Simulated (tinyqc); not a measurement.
Worked calculation: carrier statistics of a doped semiconductor with parabolic bands. Values are carried at full precision from step to step, so a last printed digit may differ when a step is redone from the rounded ones.

Constants: kB = 8.617333262e-05 eV/K; hbar^2/2m0 = 3.80998211 eV angstrom^2.

Values chosen for the exercise (near those of Ge; the results hold for these values, not for the real material): Eg0 = 0.7443 eV (gap at 0 K); al = 0.000466 eV/K (Varshni alpha); be = 239 K (Varshni beta); T = 300 K; ml = 1.61 m0 (longitudinal electron mass); mt = 0.0805 m0 (transverse electron mass); Mv = 4 (equivalent valleys); mhh = 0.336 m0 (heavy-hole mass); mlh = 0.0435 m0 (light-hole mass); ND = 6.7e+16 1/cm^3 (donors); NA = 4.4e+16 1/cm^3 (acceptors); ED = 0.0123 eV (donor level below Ec); EA = 0.0113 eV (acceptor level above Ev).

## Gap and thermal energy

Eg(T) = Eg0 - al T^2/(T + be) (Varshni).

Eg = 0.66649 eV
kT = 0.025852 eV

The gap has shrunk by 77.8 meV from 0 K and is 25.8 kT wide.

## Effective densities of states

m_de = Mv^(2/3) (ml mt^2)^(1/3); m_dh = (mhh^(3/2) + mlh^(3/2))^(2/3); N = 2 (m kB T/(4 pi c))^(3/2) with c = hbar^2/2m0, in 1/angstrom^3; times 1e24 for 1/cm^3.

m_de = 0.5506 m0
m_dh = 0.3464 m0
Nc = 1.0253e+19 1/cm^3
Nv = 5.1151e+18 1/cm^3

The light holes supply 4.5 % of Nv, and Nc/Nv = 2.

## Intrinsic density and level

With Boltzmann statistics ni = sqrt(Nc Nv) exp(-Eg/2kT) and Ei = Eg/2 + (kT/2) ln(Nv/Nc), counted from Ev.

ni = 1.83e+13 1/cm^3
Ei = 0.3243 eV

Ei lies 9.0 meV below midgap, towards the band with the smaller density of states.

## Neutrality by bisection

Energies are counted from Ev, so Ec = Eg. n = Nc F_1/2((EF - Eg)/kT), p = Nv F_1/2(-EF/kT), ND+ = ND/(1 + 2 exp((EF - Eg + ED)/kT)), NA- = NA/(1 + 4 exp((EA - EF)/kT)); neutrality asks p + ND+ = n + NA-. F_j(eta) = (1/Gamma(j + 1)) integral_0^infinity x^j dx/(1 + exp(x - eta)), which tends to exp(eta) for eta << 0.

Start from the bracket [-0.2 eV, Eg + 0.2 eV]; at the midpoint EF take the sign of p + ND+ - n - NA-; where it is positive EF must rise. Fourteen steps are shown.

Bisection (eV, 1/cm^3):
```
step       low     high       EF         n         p       ND+       NA-  sign
1     -0.20000  0.86649  0.33324  2.59e+13  1.29e+13  6.70e+16  4.40e+16     +
2      0.33324  0.86649  0.59987  7.59e+17  4.28e+08  5.38e+16  4.40e+16     -
3      0.33324  0.59987  0.46656  4.49e+15  7.43e+10  6.69e+16  4.40e+16     +
4      0.46656  0.59987  0.53321  5.90e+16  5.64e+09  6.58e+16  4.40e+16     -
5      0.46656  0.53321  0.49988  1.63e+16  2.05e+10  6.67e+16  4.40e+16     +
6      0.49988  0.53321  0.51655  3.10e+16  1.07e+10  6.64e+16  4.40e+16     -
7      0.49988  0.51655  0.50822  2.25e+16  1.48e+10  6.65e+16  4.40e+16     +
8      0.50822  0.51655  0.51238  2.64e+16  1.26e+10  6.64e+16  4.40e+16     -
9      0.50822  0.51238  0.51030  2.44e+16  1.37e+10  6.65e+16  4.40e+16     -
10     0.50822  0.51030  0.50926  2.34e+16  1.42e+10  6.65e+16  4.40e+16     -
11     0.50822  0.50926  0.50874  2.29e+16  1.45e+10  6.65e+16  4.40e+16     -
12     0.50822  0.50874  0.50848  2.27e+16  1.47e+10  6.65e+16  4.40e+16     -
13     0.50822  0.50848  0.50835  2.26e+16  1.48e+10  6.65e+16  4.40e+16     -
14     0.50822  0.50835  0.50828  2.25e+16  1.48e+10  6.65e+16  4.40e+16     +
```

Each step halves the bracket, which is 0.130 meV wide at the last row.

## The neutral state

Solve the neutrality condition for EF to convergence.

EF = 0.5083 eV
n = 2.25e+16 1/cm^3
p = 1.48e+10 1/cm^3
ND+ = 6.65e+16 1/cm^3
NA- = 4.40e+16 1/cm^3

The material is n-type; 99.3 % of the donors are ionised. EF lies 6.12 kT inside the gap from the conduction edge, so Boltzmann statistics would serve; n p/(Nc Nv exp(-Eg/kT)) = 0.999.

## Checks

- F_1/2(1) by the trapezoid rule against adaptive quadrature: both 1.575641.
- Positive against negative charge at the solution (1/cm^3): both 6.65291e+16.

Run: tinyqc, `OMP_NUM_THREADS=1 python tinyqc.py 1651712 1651713 out.jsonl`; Intel(R) Xeon(R) Processor @ 2.30GHz, one thread, shared host; about 0.02 s of CPU time with all checks.
